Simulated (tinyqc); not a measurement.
Haynes-Shockley experiment: drift, diffusion and decay of a minority-carrier pulse: one step, computed by the program tinyqc.

A thin sheet of excess carriers is made at x = 0, t = 0 in a long uniform bar; injection is low, so the pulse moves with the minority mobility.

Problem. Simple reading of the pulse. With w the full width at half maximum: mu = d/(F t_p); D = (w d)^2/(16 ln2 t_p^3); Einstein ratio D/mu against k_B T/e.

Inputs (values chosen for the exercise, modelled on holes in n-type germanium in a lightly doped bar): minority mobility mu = 1900 cm^2/(V s); temperature T = 300 K; field F = 22 V/cm; distance d to the collector = 0.3 cm.

time of the peak t_p = 7.145339 microsecond

width at half maximum = 1.490904 microsecond

D = 49.11880 cm^2/s

Constants: k_B = 8.617333262e-05 eV/K.

Give: apparent mobility; apparent D; apparent D/mu; error of mu; error of D.

Solution.

apparent mobility = 1908 cm^2/(V s)

apparent D = 49.4 cm^2/s

apparent D/mu = 25.9 mV

error of mu = 0.444 %

error of D = 0.665 %
